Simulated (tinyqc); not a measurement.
# Ellipsometry and reflectance of a transparent film on an absorbing substrate: what changes with what

Air (index 1), film, substrate with N2 = n2 - i k2; time factor exp(+i w t). q_j = sqrt(N_j^2 - sin^2 th), root with positive real part. Fresnel coefficients r_s = (q_a - q_b)/(q_a + q_b), r_p = (N_b^2 q_a - N_a^2 q_b)/(N_b^2 q_a + N_a^2 q_b). tan(Psi) exp(i Delta) = R_p/R_s, Delta taken from 0 to 360 degrees.

Inputs (values chosen for the exercise); indices close to those of aluminium oxide on silicon:
- lam = 632.8 nm (wavelength)
- th = 70 degrees (angle of incidence)
- n1 = 1.653 (index of the transparent film)
- d = 100 nm (film thickness)
- n2 = 3.882 (index of the substrate)
- k2 = 0.019 (extinction coefficient of the substrate)

Each table varies one quantity; the others keep the values above.

## Psi and Delta against the film thickness

beta = 2 pi d q1/lam, X = exp(-2 i beta), R = (r01 + r12 X)/(1 + r01 r12 X) for p and s. The last column is the derivative of Delta.

Results:

| d (nm) | Psi (degrees) | Delta (degrees) | \|R_p\|^2 | \|R_s\|^2 | dDelta/dd (degrees/nm) |
|---|---|---|---|---|---|
| 0 | 10.57 | 179.2 | 0.02420 | 0.6947 | -3.272 |
| 0.5 | 10.58 | 177.6 | 0.02423 | 0.6947 | -3.269 |
| 1 | 10.59 | 176.0 | 0.02428 | 0.6947 | -3.263 |
| 1.5 | 10.60 | 174.3 | 0.02435 | 0.6946 | -3.255 |
| 2.5 | 10.65 | 171.1 | 0.02457 | 0.6945 | -3.229 |
| 3 | 10.68 | 169.5 | 0.02472 | 0.6944 | -3.213 |
| 3.5 | 10.72 | 167.9 | 0.02489 | 0.6942 | -3.193 |
| 4 | 10.76 | 166.3 | 0.02509 | 0.6941 | -3.172 |

Estimate the missing row, d = 2 nm.

Computed row:

| d (nm) | Psi (degrees) | Delta (degrees) | \|R_p\|^2 | \|R_s\|^2 | dDelta/dd (degrees/nm) |
|---|---|---|---|---|---|
| 2 | 10.63 | 172.7 | 0.02445 | 0.6946 | -3.243 |

With this row back in the table: Delta falls from 179.23 to 166.29 degrees while Psi moves from 10.57 to 10.76: Delta changes 67.5 times as much as Psi. With the slope of the first row an error of 0.01 degree in Delta means 0.0031 nm.

## Effect of the index of the transparent film

Same model as above.

dDelta/dd is the derivative of Delta; period lam/(2 q1).

Effect of the index of the transparent film:

| n1 | Psi (degrees) | Delta (degrees) | \|R_p\|^2 | \|R_s\|^2 | dDelta/dd (degrees/nm) | period (nm) |
|---|---|---|---|---|---|---|
| 1.25 | 30.354 | 96.716 | 0.18092 | 0.52754 | -0.039714 | 383.84 |
| 1.45 | 40.663 | 80.332 | 0.23670 | 0.32078 | 0.058770 | 286.52 |
| 1.65 | 53.754 | 55.219 | 0.22966 | 0.12343 | -1.1532 | 233.29 |
| 1.85 | 52.994 | 356.79 | 0.18869 | 0.10719 | -3.5127 | 198.55 |
| 2.05 | 35.550 | 326.14 | 0.13452 | 0.26341 | -2.0121 | 173.66 |
| 2.25 | 23.724 | 307.92 | 0.083697 | 0.43338 | -1.8184 | 154.77 |
| 2.45 | 16.300 | 286.09 | 0.047290 | 0.55306 | -2.2022 | 139.84 |
| 2.65 | 11.990 | 256.97 | 0.028257 | 0.62648 | -2.6900 | 127.69 |

Psi goes from 30.4 through a maximum of 53.8 (at n1 = 1.65 among the rows listed) to 12.0 degrees and |R_p|^2 goes from 0.181 through a maximum of 0.237 (at n1 = 1.45 among the rows listed) to 0.0283. The slope of Delta is largest in size, 3.51 degrees/nm, at n1 = 1.85 among the rows.

Computed by the program tinyqc: `OMP_NUM_THREADS=1 python tinyqc.py 2870122 2870123 out.jsonl`, one thread of a shared Intel Xeon 2.30GHz, about 0.01 s for the whole run.
